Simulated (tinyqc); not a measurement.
Chemical vapour deposition: Grove model, boundary layer, depletion and step coverage: one step, computed by the program tinyqc.

A precursor diffuses to the surface and reacts there at first order; each molecule that reacts adds one formula unit of film.

Question. Depletion along the susceptor. Plug flow: U b dC/dx = -k_eff C with k_eff = k_s h_g/(k_s + h_g), so C falls as exp(-k_eff x/(U b)); the used share of the precursor is 1 - C(L)/C(0).

Inputs (values chosen for the exercise, close to those used for tungsten from its fluoride):

| quantity | value | unit |
|---|---|---|
| temperature T | 420 | C |
| gas velocity U | 20 | cm/s |
| susceptor length L | 30 | cm |
| channel height b | 6.5 | cm |

Reactor: horizontal, atmospheric.

surface rate constant k_s = 10.24223 cm/s

mass-transfer coefficient h_g = 1.233518 cm/s

growth rate G at the inlet = 199.8237 nm/min

Give: k_eff; depletion length; rate at the outlet over rate at the inlet; rate at the outlet.

Answer.

k_eff = 1.101 cm/s

depletion length = 118.1 cm

rate at the outlet over rate at the inlet = 0.7756

rate at the outlet = 155.0 nm/min

22.4 % of the precursor is used.
